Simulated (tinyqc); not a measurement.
# p-n junction with a stepped n side, non-linear Poisson equation by Newton steps: capacitance and field against bias

One dimension, p side on the left, n side on the right; net doping C = -Na for x < 0, +N1 for 0 < x < L1 and +Nd beyond. The potential psi is counted from the intrinsic level, and the quasi-Fermi potentials are flat: 0 for holes and -V for electrons, so n = ni exp((psi + V)/Vt) and p = ni exp(-psi/Vt) (Boltzmann statistics, full ionisation, no current).

The Poisson equation d/dx(eps0 eps_r dpsi/dx) = -q (p - n + C) is solved on a mesh of more than 1000 nodes that ends in neutral material (psi_p = -Vt ln(Na/ni), psi_n = Vt ln(Nd/ni) - V). C_j = q d/dV of the integral of p over x, from the linearised equation. ni = sqrt(Nc Nv) exp(-Eg/(2 Vt)), Eg in volts. Depletion approximation: Vbi = Vt ln(Na Nd/ni^2), W = sqrt(2 eps0 eps_r (Vbi - V)(1/Na + 1/Nd)/q), xp = W Nd/(Na + Nd), xn = W Na/(Na + Nd), peak field 2 (Vbi - V)/W, capacitance eps0 eps_r/W. The last column applies it to an abrupt Na-Nd junction.

Values chosen for this exercise; band and dielectric values close to those of silicon:
- T = 325 K (temperature)
- Eg = 1.11 eV (band gap)
- eps_r = 11.5 (relative permittivity)
- Nc = 3.2e19 cm^-3 (conduction-band density of states at T)
- Nv = 2.95e19 cm^-3 (valence-band density of states at T)
- Na = 5.4e16 cm^-3 (acceptor density of the p side)
- Nd = 1.5e16 cm^-3 (donor density of the n side)
- L1 = 120 nm (width of the first n layer)
- N1 = 7.5e16 cm^-3 (donor density of the first n layer)

Constants: q = 1.602176634e-19 C, kB = 1.380649e-23 J/K, Vt = kB T/q, eps0 = 8.8541878128e-14 F/cm where lengths are in cm. Results are converted to the units shown.

Capacitance and field against bias:
```
V (V)	peak |E| (kV/cm)	C_j (nF/cm^2)	1/C_j^2 (cm^4/uF^2)	eps0 eps_r/C_j (nm)	abrupt depletion C (nF/cm^2)
0	83.57	59.99	277.9	169.7	36.50
-1.43	144.1	32.28	959.5	315.4	21.11
-2.86	179.9	20.62	2352	493.8	16.36
-4.29	205.3	16.13	3845	631.4	13.83
-5.71	226.0	13.70	5328	743.2	12.20
-7.14	244.0	12.11	6821	841.0	11.04
-8.57	260.2	10.97	8315	928.5	10.15
-10	274.9	10.10	9808	1008	9.452
```

With V going from 0 to -10 V, C_j falls from 60.0 to 10.1 nF/cm^2 and the peak field rises from 83.6 to 275 kV/cm. The slope of 1/C_j^2, read as N = 2/(q eps0 eps_r |slope|), gives 2.57e16 cm^-3 between the first two rows and 1.17e16 cm^-3 between the last two, against Na Nd/(Na + Nd) = 1.17e16 cm^-3; it is not a straight line, so no single doping describes it. At the end C_j goes as (Vbi - V)^(-0.58) with Vbi = 0.719 V, and it is 6.8 % above the abrupt depletion formula (at the first row 64 % above it).

Numbers from tinyqc (`OMP_NUM_THREADS=1 python tinyqc.py 2000014 2000015 out.jsonl`; about 0.03 s on one thread of a shared Intel Xeon 2.30GHz).
